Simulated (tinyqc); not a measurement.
Pillar capacitor in an array: capacitance, non-linearity, leakage and relaxation: one step of the calculation.

A film between two metal electrodes, each interface adding a series capacitance ci. The small-signal permittivity is ek (1 + aq E^2); the field is found with the linear permittivity. Leakage J = J0 sinh(E/Ef). After a voltage step the film passes a relaxation current kr C V tt^(-nr), tt being the time in seconds. The sidewall is a coaxial capacitor with radii a = dm/2 and b = dm/2 + t, depth AR dm; the end face is left out.

Problem. Cell capacitance, fields and time constant. Per length 1/c = ln(b/a)/(2 pi eps0 ek) + (1/a + 1/b)/(2 pi ci); cell capacitance c AR dm; per footprint over pt^2; fields c V/(2 pi eps0 ek r) at r = a and b; resistance of the inner electrode rho AR dm/(pi a^2); time constant R C/3 of the distributed line.

Inputs (values chosen for the exercise); permittivity of the order of that of aluminium oxide: relative permittivity of the film ek = 8.18; film thickness t = 4.4 nm; capacitance of each electrode interface (dead layer and screening) ci = 1000 uF/cm^2; bias V = 0.7 V; diameter of the pillar dm = 41 nm; aspect ratio, depth over diameter AR = 70; pitch of the square array pt = 99 nm; resistivity of the inner electrode rho = 1900 uohm cm.

Constants: eps0 = 8.8541878128e-14 F/cm where lengths are in cm. Results are converted to the units shown.

Give: a; b; cell capacitance; capacitance per footprint; field at a; field at b; R; R C/3.

Solution.

a = 20.500 nm
b = 24.900 nm
cell capacitance = 6.6948 fF
capacitance per footprint = 68.307 uF/cm^2
field at a = 1.7503 MV/cm
field at b = 1.4410 MV/cm
R = 41.303 kohm
R C/3 = 92.170 ps

The array gives 41.6 times the planar capacitance per footprint; curvature makes the field at the inner electrode 1.10 times the planar value.

tinyqc, about 0.01 s, one thread, Intel Xeon 2.30GHz (shared host): `OMP_NUM_THREADS=1 python tinyqc.py 2102207 2102208 out.jsonl`
